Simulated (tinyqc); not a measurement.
Elastic strain and critical thickness of a cubic alloy layer A(1-x)B(x) on a thick substrate: one step, computed by the program tinyqc. Command: `OMP_NUM_THREADS=1 python tinyqc.py 3029828 3029829 out.jsonl misfit walk`. One thread of a shared host (Intel(R) Xeon(R) Processor @ 2.30GHz), about 0.01 s of CPU time with the checks.

Strain is positive in tension. The layer is coherent with the substrate unless said otherwise.

Task: Symmetric X-ray reflection. Reflection 004: d = a_perp/sqrt(16), with a_perp = a (1 + e_perp) for the coherent layer, a for the relaxed layer and a_S for the substrate; sin(theta) = lambda/(2 d).

Inputs (values chosen for the exercise, for a model alloy): substrate lattice constant a_S = 5.441 angstrom; X-ray wavelength = 1.540593 angstrom.

Growth plane: (001).

free lattice constant a = 5.49229 angstrom

normal strain e_perp = 0.008012889

Give: Bragg angles; peak separation of the coherent layer.

Result:

Bragg angles:
```
crystal         a_perp (angstrom)  theta (degrees)  from substrate (arcsec)
substrate                   5.441            34.49                        0
coherent layer              5.536            33.82                    -2430
relaxed layer               5.492            34.13                    -1321
```

peak separation of the coherent layer = -2430 arcsec
